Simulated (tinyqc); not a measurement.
# MOS capacitor on a p-type substrate, surface potential from the exact charge relation, step by step

tinyqc, about 0.01 s, one thread, Intel Xeon 2.30GHz (shared host): `OMP_NUM_THREADS=1 python tinyqc.py 2060114 2060115 out.jsonl` Printed values are rounded.

Uniform p-type substrate, Boltzmann statistics, full ionisation, classical densities. psi is the surface potential against the body (positive when the bands bend down) and u = psi/Vt. Traps are spread evenly over the gap and neutral at flat band, so their charge is -q Dit psi; the minority quasi-Fermi level is shifted by Vb.

Parameters, values chosen for the exercise; band and dielectric values close to those of silicon:

| symbol | value | unit | meaning |
|---|---|---|---|
| T | 250 | K | temperature |
| Eg | 1.12 | eV | band gap |
| eps_r | 11.6 |  | relative permittivity |
| Nc | 2.14e19 | cm^-3 | conduction-band density of states at T |
| Nv | 2e19 | cm^-3 | valence-band density of states at T |
| chi | 4.04 | eV | electron affinity |
| N | 1.7e15 | cm^-3 | acceptor density of the substrate |
| eox | 3.9 |  | relative permittivity of the gate insulator (close to silicon dioxide) |
| tox | 10 | nm | insulator thickness |
| phiM | 4.7 | eV | gate work function |
| Nf | -1.3e10 | cm^-2 | fixed charge at the interface, in units of q |
| Dit | 0 | cm^-2 eV^-1 | density of interface traps |
| Vb | 0 | V | reverse bias of the inversion layer against the body |
| Vg | 0.84 | V | gate voltage against the body |

Constants: q = 1.602176634e-19 C, kB = 1.380649e-23 J/K, Vt = kB T/q, eps0 = 8.8541878128e-14 F/cm where lengths are in cm. Results are converted to the units shown.

## Flat band, threshold and scales

ni = sqrt(Nc Nv) exp(-Eg/(2 Vt)), Eg in volts; phiF = Vt ln(N/ni); Cox = eps0 eox/tox; Vfb = phiM - chi - (Eg - Vt ln(Nv/N)) - q Nf/Cox; Q0 = sqrt(2 eps0 eps_r q N Vt); r = (ni/N)^2 exp(-Vb/Vt); VT = Vfb + [(2 phiF + Vb)(1 + q Dit/Cox) + sqrt(2 eps0 eps_r q N (2 phiF + Vb))/Cox].

ni = 1.06321e8 cm^-3
phiF = 0.357349 V
Cox = 0.345313 uF/cm^2
Vfb = -0.252046 V
Q0 = 3.47180 nC/cm^2
r = 3.91147e-15
VT = 0.520560 V

## Starting value

psi = Vg - Vfb, limited to the range from -4 Vt to +(2 phiF + Vb + 4 Vt).

psi at the start = 0.800870 V

## Iteration 1: Newton step for the surface potential

u = psi/Vt; F^2 = exp(-u) + u - 1 + r (exp(u) - u - 1); Qs = -sign(u) Q0 F; Cs = -dQs/dpsi = (Q0/Vt) |1 - exp(-u) + r (exp(u) - 1)|/(2 F). f = Vfb + psi + (q Dit psi - Qs)/Cox - Vg, f' = 1 + (Cs + q Dit)/Cox, psi(new) = psi - f/f'.

u = 37.1749
F = 9.52749
Qs = -33.0775 nC/cm^2
Cs = 0.470212 uF/cm^2
f = -0.195385 V
f' = 2.36170
psi after iteration 1 = 0.883601 V

## Iteration 2: Newton step for the surface potential

As before.

u = 41.0151
F = 50.8011
Qs = -176.371 nC/cm^2
Cs = 4.03152 uF/cm^2
f = 0.302313 V
f' = 12.6750
psi after iteration 2 = 0.859750 V

## Iteration 3: Newton step for the surface potential

As before.

u = 39.9079
F = 29.6419
Qs = -102.911 nC/cm^2
Cs = 2.28541 uF/cm^2
f = 0.0657258 V
f' = 7.61837
psi after iteration 3 = 0.851123 V

## Course of the Newton iteration

Stop when the step is below 1e-10 V, or after 60 iterations.

Course of the iteration:

| iteration | psi before the step (V) | f (V) | step (V) |
|---|---|---|---|
| 1 | 0.800870 | -0.195 | 0.0827 |
| 2 | 0.883601 | 0.302 | -0.0239 |
| 3 | 0.859750 | 0.0657 | -8.63e-3 |
| 4 | 0.851123 | 5.58e-3 | -8.77e-4 |
| 5 | 0.850246 | 5.04e-5 | -8.07e-6 |
| 6 | 0.850238 | 4.21e-9 | -6.73e-10 |
| 7 | 0.850238 | < 1e-13 | < 1e-14 |

Converged in 7 iterations.

## Charges, field and capacitances at the solution

converged psi = 0.850238 V

u = psi/Vt; F^2 = exp(-u) + u - 1 + r (exp(u) - u - 1); Qs = -sign(u) Q0 F; Cs = -dQs/dpsi = (Q0/Vt) |1 - exp(-u) + r (exp(u) - 1)|/(2 F). Low frequency: 1/C_LF = 1/Cox + 1/(Cs + q Dit). High frequency, in the simple estimate in which traps and minority carriers do not follow: 1/C_HF = 1/Cox + 1/Cd, Cd being Cs with r = 0 at the same psi. Minority sheet density N_inv = (Q0/(2 q)) int_0^u r (exp(t) - 1)/F(t) dt for u > 0. Oxide field |Qs - q Dit psi + q Nf|/(eps0 eox).

Qs = -83.4996 nC/cm^2
N_inv = 3.90047e11 cm^-2
oxide field = 0.247840 MV/cm
Cs = 1.81242 uF/cm^2
C_LF/Cox = 0.839965
C_HF/Cox = 0.0362592

The surface is in strong inversion (borders at |psi| = 0, phiF + Vb and 2 phiF + Vb = 0.715 V). Minority carriers make up 74.8 % of Qs.
